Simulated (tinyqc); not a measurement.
Off-state leakage of single and stacked transistors: one step of the calculation.

n-channel devices of unit width. Subthreshold current I(Vg, Vs, Vd) = I0 (T/300 K)^0.5 exp[(Vg - Vs - VT(T) - gb (Vs - Vb) + dd (Vd - Vs))/(nf Vt)] (1 - exp(-(Vd - Vs)/Vt)), VT(T) = VT - cT (T - 300 K). Gate-edge tunnelling Ig (Vd/1 V) exp(ag (Vd - 1 V)), for a gate at 0 V, and band-to-band leakage Ab u exp(-Bb/u), u = Vd - Vb + 1 V, flow at a drain held at V; both are taken as independent of T. In a stack of off transistors (all gates at 0 V) the same subthreshold current passes through each.

Problem. Leakage of one transistor. Vg = Vs = 0, Vd = V; effective threshold VT(T) - gb Vb - dd V.

Inputs (values chosen for the exercise); values of the order met in bulk silicon logic transistors:
- T = 300 K (temperature)
- V = 0.8 V (supply voltage)
- VT = 0.44 V (threshold at 300 K, zero drain and body bias)
- cT = 0.9 mV/K (fall of the threshold with temperature)
- I0 = 0.27 uA/um (current at threshold at 300 K)
- nf = 1.19 (slope factor)
- dd = 0.12 (drain-induced lowering per volt)
- gb = 0.19 (rise of the threshold per volt of source-body bias)
- Ig = 1e-6 uA/um (gate-edge tunnelling current at 1 V)
- ag = 3.4 1/V (exponential slope of the gate current)
- Ab = 2 uA/(um V) (prefactor of band-to-band leakage at the drain)
- Bb = 27 V (its exponential voltage)
- Vb = -0.6 V (body voltage)

Constants: q = 1.602176634e-19 C, kB = 1.380649e-23 J/K, Vt = kB T/q. Results are converted to the units shown.

Wanted: effective threshold; parts; total; shares.

Solution.

effective threshold = 0.4580 V
parts (nA/um): subthreshold 9.242e-5, gate edge 4.053e-4, band-to-band 0.06244
total = 0.06293 nA/um
shares (%): subthreshold 0.1469, gate edge 0.6440, band-to-band 99.21

The band-to-band part is the largest.

Program tinyqc, `OMP_NUM_THREADS=1 python tinyqc.py 2242143 2242144 out.jsonl`; Intel Xeon 2.30GHz, shared host, one thread, about 0.03 s.
